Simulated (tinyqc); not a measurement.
## Doping from the body effect

Question. The threshold of a long MOSFET, counted against the source, shifts by gamma (sqrt(2 phiF + Vsb) - sqrt(2 phiF)) with gamma = sqrt(2 eps0 eps_r q N)/Cox. Find 2 phiF, gamma and N from two shifts.

Parameters, values chosen for the exercise:
- eps_r = 11.8 (relative permittivity)

Constants: q = 1.602176634e-19 C, eps0 = 8.8541878128e-14 F/cm where lengths are in cm. Results are converted to the units shown.

|VT - VT(0)| at source-body biases 0.9 and 2.3 V (V): 0.38889300  0.82807352
Cox = 0.20585987 uF/cm^2

Solution. The ratio of the shifts depends on 2 phiF alone and rises steadily with it, so it fixes 2 phiF; either shift then gives gamma, and gamma gives N.

2 phiF = 0.859 V
gamma = 0.974 V^0.5
N = 1.20e17 cm^-3

Computed by the program tinyqc: `OMP_NUM_THREADS=1 python tinyqc.py 2060027 2060028 out.jsonl`, one thread of a shared Intel Xeon 2.30GHz, about 0.01 s for the whole run.
